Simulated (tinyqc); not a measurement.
Coverage along the feature as the dose grows: atomic layer deposition: Langmuir saturation, growth per cycle and coating of deep features. Computed by tinyqc, a small Python program. Command: `OMP_NUM_THREADS=1 python tinyqc.py 3026690 3026691 out.jsonl ald walk`. One thread of a shared host (Intel(R) Xeon(R) Processor @ 2.30GHz), about 0.02 s of CPU time with the checks.

Precursor A sticks only on free sites, so a long enough pulse saturates; co-reactant B then frees the sites again.

Inputs (values chosen for the exercise, modelled on zinc oxide from diethylzinc and water):
```
quantity,value,unit
precursor mass M,124,u
site density q,7.6,1/nm^2
sticking probability beta on free sites,0.0061,-
precursor pressure p,0.55,Pa
temperature T,200,C
pulse time t,0.15,s
desorption energy E_d,1.52,eV
aspect ratio a,120,-
```

Feature: long trench.

Constants: u = 1.6605390666e-27 kg; k_B = 1.380649e-23 J/K; k_B = 8.617333262e-05 eV/K.

Method:
- Wall flux F = p/sqrt(2 pi M k_B T); rate of filling k_a = beta F/q; desorption k_d = 1e13 exp(-E_d/(k_B T)) per second. 1/m^2 = 1e-18/nm^2.
- Temperatures in kelvin are T(C) + 273.15.
- Diffusion-limited filling (Gordon) of a long trench of width w, hydraulic diameter 2w, so that a is replaced by a/2 in the hole formula: t = (q/F)(1 + 19a/8 + 3a^2/8). Reaction-limited filling needs ln(100)/k_a at any depth, k_a = beta F/q. Flow is molecular. The front picture holds when the modulus (a/2) sqrt(beta) is well above 1.
- Depth reached by the given pulse: solve the same formula for a. Exposure = p x diffusion-limited time; 1 langmuir = 1.33322e-4 Pa s.
- Continuum model with steady gas transport: d2n/dz2 = 3 beta (1 - th) n/d_h^2 (d_h the hydraulic diameter, n = 1 at the mouth, no flux at the floor, 60 cells), d th/dt = beta F n (1 - th)/q; no desorption. Times are multiples of the larger of the Gordon time and ln(100)/k_a.

diffusion-limited time = 7.22311 s

time to 99 % without desorption, ln(100)/k_a = 0.959032 s

flux F = 5982.69 1/(nm^2 s)

modulus = 4.68615

Coverage:
```
multiple,t (s),top cell,quarter depth,half depth,three quarters,floor cell
0.05,0.3612,0.807,0.252,0.039,0.005,0.001
0.10,0.7223,0.964,0.510,0.099,0.014,0.004
0.20,1.4446,0.999,0.860,0.288,0.047,0.012
0.40,2.8892,1.000,0.996,0.763,0.211,0.062
0.60,4.3339,1.000,1.000,0.970,0.528,0.201
0.80,5.7785,1.000,1.000,0.998,0.845,0.499
1.00,7.2231,1.000,1.000,1.000,0.988,0.919
1.30,9.3900,1.000,1.000,1.000,1.000,1.000
```

At a multiple of 0.2 the coverage is 1.00 at the top and 0.01 at the floor. The coverage falls gradually with depth, without a sharp front. In the last row the floor reaches 1.000. Caution: for a long trench the a/2 rule ignores the ln(a)/a transmission of a slit, so times at large a are too long.
